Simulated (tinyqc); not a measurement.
Interface roughness in a thin film (subband fluctuation and scattering): sweeps and comparisons. A value that a table varies takes the place of the one given here.

Square well of width t, barriers V0, c = hbar^2/2m0: E1 solves k t + 2 atan[(k/mz)/(kappa/mb)] = pi, k = sqrt(mz E/c), kappa = sqrt(mb (V0 - E)/c). One interface is rough, so the subband edge fluctuates by G dt with G = |dE1/dt| (central difference of 0.01 angstrom; 2 E1/t for hard walls).

Gaussian roughness spectrum S(q) = pi D^2 Lc^2 exp(-q^2 Lc^2/4). Degenerate gas, taken to fill one subband (the second starts to fill once c kF^2/md exceeds E2 - E1, which is not tested here): kF = sqrt(2 pi Ns/gv), q = 2 kF sin(theta/2), 1/tau = (md/(2 pi c hbar)) G^2 times the integral from 0 to pi of S(q)(1 - cos theta)/eps(q)^2 dtheta, eps(q) = 1 + qs/q with screening (qs = gv md q0/(c eps), q0 = e^2/(4 pi eps0), form factors left out, which overstates the screening; other scattering is left out too, so these values lie far above measured mobilities in all but the thinnest films) or 1 without; mobility = tau c2/md with c2 = e/m0 = 1.75882e15 cm^2/(V s^2); 1e12/cm^2 = 1e-4/angstrom^2.

Constants: hbar^2/2m0 = 3.80998211 eV angstrom^2; hbar = 6.58211957e-16 eV s; e^2/(4 pi eps0) = 14.39964547 eV angstrom.

Parameters, chosen for this exercise (near those of a thin Ge channel on (111), one valley; not measured data): mz = 1.575 m0 (confinement mass); V0 = 2.3 eV (barrier); mb = 0.31 m0 (barrier mass); md = 0.083 m0 (mass in the plane); gv = 1 (valleys); D = 3.7 angstrom (rms height of the roughness); Lc = 52 angstrom (correlation length); Ns = 0.91 x 1e12/cm^2 (sheet density); eps = 11.9 (mean dielectric constant at the channel); ts = (19, 24, 29, 34, 42, 54, 71) angstrom (thicknesses); t = 34 angstrom (film thickness); Ll = (4, 8, 14, 22, 35, 55, 90) angstrom (correlation lengths).

## The sixth-power law

Screened mobility against thickness for the finite barrier and for hard walls.

Results:
```
t (angstrom),E1 (meV),G (meV/angstrom),mobility (cm^2/(V s)),"the same, hard walls"
19,60.2,6.034,2.68e+03,2.01e+03
24,38.5,3.085,1.02e+04,8.17e+03
29,26.7,1.783,3.07e+04,2.54e+04
34,19.6,1.122,7.74e+04,6.60e+04
42,13.0,0.604,2.67e+05,2.35e+05
54,7.9,0.288,1.17e+06,1.06e+06
71,4.6,0.128,5.91e+06,5.48e+06
```

With hard walls G goes as 1/t^3 and the mobility as t^6. With the finite barrier the local exponent is 5.74 at the thin end and 5.91 at the thick end, since the envelope leaks out and softens the dependence. The least value is 2.68e+03 cm^2/(V s). EF - E1 = 26 meV exceeds about 3 E1, the distance to the next subband of the ladder, from 54 angstrom on, where the one-subband formula no longer holds. The gate field, which also presses carriers to the interface, is left out. Below about 20 angstrom the effective-mass picture is itself doubtful. Up to t = 19 angstrom G D exceeds half of EF - E1, where the Born rate fails.

## Correlation length

Fixed D; bare and screened mobility.

Results:
```
Lc (angstrom),kF Lc,bare mobility (cm^2/(V s)),screened mobility (cm^2/(V s))
4,0.10,1.49e+06,4.11e+06
8,0.19,3.80e+05,1.05e+06
14,0.33,1.31e+05,3.64e+05
22,0.53,6.00e+04,1.68e+05
35,0.84,3.21e+04,9.19e+04
55,1.32,2.57e+04,7.88e+04
90,2.15,4.03e+04,1.62e+05
```

The bare mobility is lowest at Lc = 55 angstrom of those listed (kF Lc = 1.32). The screened mobility is lowest at Lc = 55 angstrom of those listed (kF Lc = 1.32). Short roughness averages out (mobility as 1/Lc^2; the first two rows give exponent -1.97), and long roughness deflects only by small angles (bare mobility rising as Lc; the last two rows give 0.91).

## What each parameter does

G, G D, and the screened mobility. Each row changes one parameter from the base and keeps the others.

Results:
```
case,G (meV/angstrom),G D (meV),mobility (cm^2/(V s))
base,1.122,4.15,7.745e+04
t = 30 angstrom,1.616,5.98,3.733e+04
D = 4.81 angstrom,1.122,5.40,4.583e+04
Lc = 60 angstrom,1.122,4.15,8.288e+04
Ns = 1.46 x 1e12/cm^2,1.122,4.15,1.207e+05
mz = 1.811 m0,0.986,3.65,1.003e+05
md = 0.095 m0,1.122,4.15,6.630e+04
V0 = 1.61 eV,1.104,4.09,7.990e+04
eps = 14.3,1.122,4.15,6.716e+04
```

The largest shifts from the base row, up to three for each result and ties (the steps differ in size, so this ranks the rows, not the parameters). G (meV/angstrom): t +0.494, mz -0.136, V0 -0.017; unchanged at the printed digits by D, Lc, Ns, md and eps. G D (meV): t +1.83, D +1.25, mz -0.50; unchanged at the printed digits by Lc, Ns, md and eps. mobility (cm^2/(V s)): Ns +4.32e+04, t -4.01e+04, D -3.16e+04. In the base case G D is 0.16 times EF - E1 = 26.2 meV.

(tinyqc, `OMP_NUM_THREADS=1 python tinyqc.py 1251592 1251593 out.jsonl`, Intel(R) Xeon(R) Processor @ 2.30GHz, 1 thread, shared host, about 0.01 s.)
